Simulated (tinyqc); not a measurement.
Equilibrium crystal shape, supported particles, Gibbs-Thomson effect and coarsening: one step, computed by the program tinyqc.

A cubic crystal bounded by {100}, {110} and {111} facets only.

Problem. Chemical potential of the particle. For the Wulff shape mu - mu(bulk) = 2 Omega gamma/h, with gamma and h = lambda gamma the energy and distance of any one facet plane, here (111); the vapour pressure rises by exp[(mu - mu(bulk))/(k_B T)].

Inputs (values chosen for the exercise, for a model metal): temperature T = 650 K.

Omega = 35.99565 angstrom^3

gamma (J/m^2): (100) 0.3656965, (110) 0.2657876, (111) 0.3255220

distances of the planes from the centre (nm): {100} 10.75251, {110} 7.81490, {111} 9.57126

Constants: e = 1.602176634e-19 C; k_B = 8.617333262e-05 eV/K.

Give: mu - mu(bulk); pressure ratio.

Solution.

mu - mu(bulk) = 15.28 meV

pressure ratio = 1.314
